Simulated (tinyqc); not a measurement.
Comparisons within one model: Tamm state at the end of a one-band chain. A value that a table varies takes the place of the one given here.

A half-infinite chain with site energy 0 and hopping -t, band E = -2t cos(ka); the end site has energy D. The surface Green function of the unperturbed half chain is g = (E -/+ sqrt(E^2 - 4t^2))/(2t^2), the root with |t g| <= 1 and Im g <= 0, and with the shift G = g/(1 - D g).

Parameters, chosen for this exercise:

| symbol | value | unit | meaning |
|---|---|---|---|
| t | 2.18 | eV | hopping |
| a | 3.8 | angstrom | spacing |
| D | -6.53 | eV | shift of the end site |
| E | 1.62 | eV | energy in the band |

## Threshold for a surface state

For |D| > t: E = D + t^2/D, weight on the end site 1 - t^2/D^2, decay length of the amplitude a/ln|D/t|; a dash: no bound state. The last column is the surface density -Im G/pi at E = 0.

Against D:

| D/t | D (eV) | E (eV) | end weight | decay length (angstrom) | density at E = 0 (1/eV) |
|---|---|---|---|---|---|
| -3.00 | -6.540 | -7.2667 | 0.8889 | 3.46 | 0.0146 |
| -2.00 | -4.360 | -5.4500 | 0.7500 | 5.48 | 0.0292 |
| -1.40 | -3.052 | -4.6091 | 0.4898 | 11.29 | 0.0493 |
| -1.10 | -2.398 | -4.3798 | 0.1736 | 39.87 | 0.0661 |
| -0.80 | -1.744 | - | - | - | 0.0890 |
| 0.50 | 1.090 | - | - | - | 0.1168 |
| 0.95 | 2.071 | - | - | - | 0.0767 |
| 1.05 | 2.289 | 4.3652 | 0.0930 | 77.88 | 0.0694 |
| 1.30 | 2.834 | 4.5109 | 0.4083 | 14.48 | 0.0543 |
| 2.50 | 5.450 | 6.3220 | 0.8400 | 4.15 | 0.0201 |

A state splits off only for |D| > t = 2.18 eV, although in the middle of an endless chain any shift binds one. Just past the threshold, at D/t = 1.05, it lies 5.2 meV outside the band and spreads over 77.9 angstrom; at D/t = -3 it holds 89 % of the end site, and the density left at the band centre has fallen to 0.10 of the clean value.

## What each parameter does

E = D + t^2/D, weight 1 - (t/D)^2, decay length -a/ln|t/D|, surface density -Im G/pi at E. Each row changes one parameter from the base and keeps the others.

Results:

| case | bound level (eV) | weight | decay (angstrom) | density (1/eV) |
|---|---|---|---|---|
| base | -7.2578 | 0.8885 | 3.464 | 0.0111 |
| t = 2.289 eV | -7.3324 | 0.8771 | 3.625 | 0.0117 |
| D = -7.836 eV | -8.4425 | 0.9226 | 2.970 | 0.0082 |
| a = 4.18 angstrom | -7.2578 | 0.8885 | 3.810 | 0.0111 |
| E = 0.81 eV | -7.2578 | 0.8885 | 3.464 | 0.0129 |

The largest shifts from the base row, up to three for each result and ties (the steps differ in size, so this ranks the rows, not the parameters). bound level (eV): D -1.1847, t -0.0746; unchanged at the printed digits by a and E. weight: D +0.0341, t -0.0114; unchanged at the printed digits by a and E. decay (angstrom): D -0.494, a +0.346, t +0.161; unchanged at the printed digits by E. density (1/eV): D -0.0029, E +0.0018, t +0.0005; unchanged at the printed digits by a.

Run: tinyqc, `OMP_NUM_THREADS=1 python tinyqc.py 1480240 1480241 out.jsonl`; Intel(R) Xeon(R) Processor @ 2.30GHz, one thread, shared host; about 0.01 s of CPU time with all checks.
